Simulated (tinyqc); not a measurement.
Short-channel transistor, virtual-source model with series resistance: one step of the calculation.

The current per gate width is the charge at the top of the source barrier (the virtual source) times its velocity times a saturation function; al and be are fitting constants of the model. Units: I in uA/um, Rs in ohm um, so I Rs = 1e-6 I Rs in volts; Q in uC/cm^2, so I = 1e-4 Q vx0 Fsat with vx0 in cm/s.

Question. What the series resistance costs. Intrinsic voltages Vg' = Vgs - I Rs, Vd' = Vds - 2 I Rs. n = n0 + nd Vd', VT = VT0 - dl Vd', Ff = 1/(1 + exp((Vg' - VT + al Vt/2)/(al Vt))), Q = Cinv n Vt ln(1 + exp((Vg' - VT + al Vt Ff)/(n Vt))), Vdsat = (vx0 L/mu)(1 - Ff) + Vt Ff, Fsat = u/(1 + u^be)^(1/be) with u = Vd'/Vdsat, and I = Q vx0 Fsat per width. I0 is the current for Rs = 0. Effective velocity I/Q; transit time L Q/I.

Inputs (values chosen for the exercise): temperature T = 250 K; inversion capacitance Cinv = 2.34 uF/cm^2; velocity at the virtual source vx0 = 2e7 cm/s; apparent mobility mu = 1500 cm^2/(V s); channel length L = 45 nm; threshold at zero drain voltage VT0 = 0.375 V; drain-induced barrier lowering dl = 0.169 V/V; subthreshold factor n0 = 1.54; growth of n with drain voltage nd = 0.05 1/V; threshold shift (in units of Vt) from weak to strong inversion al = 3.5; sharpness of saturation be = 2; series resistance of each contact Rs = 30 ohm um; gate voltage Vgs = 0.6 V; drain voltage Vds = 0.6 V.

Constants: q = 1.602176634e-19 C, kB = 1.380649e-23 J/K, Vt = kB T/q. Results are converted to the units shown.

converged I = 1283.6949 uA/um
I0 = 1522.8428 uA/um

Give: loss against I0; effective velocity; transit time.

Answer.

loss against I0 = 15.704 %
effective velocity = 1.9872e7 cm/s
transit time = 0.22645 ps

The carriers leave the virtual source at 99.4 % of vx0: the device is in saturation.

Numbers from tinyqc (`OMP_NUM_THREADS=1 python tinyqc.py 2380058 2380059 out.jsonl`; about 0.01 s on one thread of a shared Intel Xeon 2.30GHz).
